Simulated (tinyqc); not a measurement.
Velocity against field: two-valley model of the transferred-electron effect. Computed by tinyqc, a small Python program. Command: `OMP_NUM_THREADS=1 python tinyqc.py 3011022 3011023 out.jsonl gunn walk`. One thread of a shared host (Intel(R) Xeon(R) Processor @ 2.30GHz), about 0.01 s of CPU time with the checks.

Both kinds of valley share one electron temperature T_e, and each has a constant mobility.

Inputs (values chosen for the exercise, modelled on GaN): central-valley mass m1 = 0.2 m_0; satellite-valley mass m2 = 0.44 m_0; satellite valleys Z = 6; valley separation dE = 1.3 eV; central-valley mobility mu1 = 1000 cm^2/(V s); satellite-valley mobility mu2 = 64 cm^2/(V s); energy relaxation time tau_E = 0.074 ps; lattice temperature T = 300 K; electric field F = 180 kV/cm.

Solver: damped fixed point.

Constants: k_B = 8.617333262e-05 eV/K.

Method. Density-of-states ratio R = Z (m2/m1)^(3/2); n2/n1 = R exp(-dE/(k_B T_e)); mean mobility mu = (mu1 + mu2 n2/n1)/(1 + n2/n1); energy balance e mu F^2 = (3/2) k_B (T_e - T)/tau_E; v = mu F.

low-field mobility = 1000 cm^2/(V s)

R = 19.5788

The curve:
```
F (kV/cm)     T_e (K)  share in the satellites (%)  v (1e7 cm/s)  low-field line (1e7 cm/s)
18         4.8549e+02                   6.2610e-11         1.800                        1.8
45         1.4586e+03                   6.3060e-02         4.497                        4.5
90         3.7821e+03                   2.6613e+01         6.758                        9.0
130        5.2361e+03                   5.2331e+01         6.632                       13.0
180        6.9064e+03                   6.8786e+01         6.411                       18.0
250        9.3887e+03                   7.9700e+01         6.350                       25.0
360        1.4068e+04                   8.7013e+01         6.680                       36.0
540        2.4485e+04                   9.1359e+01         7.823                       54.0
900        5.7055e+04                   9.3762e+01        11.015                       90.0
1800       2.0935e+05                   9.4796e+01        20.287                      180.0
```

What follows from these numbers?

v falls between 90 and 250 kV/cm, while the share in the slow valleys goes from 27 to 80 %: transfer outruns the rise of the field. With constant mobilities n2/n1 tends to R and v ends on the line (mu1 + R mu2) F/(1 + R), a mobility of 109; real satellites saturate instead. Rows with T_e above 3000 K lie outside the range of a Maxwellian in parabolic valleys.

Extremes, crossings and ranges named in words are read from the listed rows.
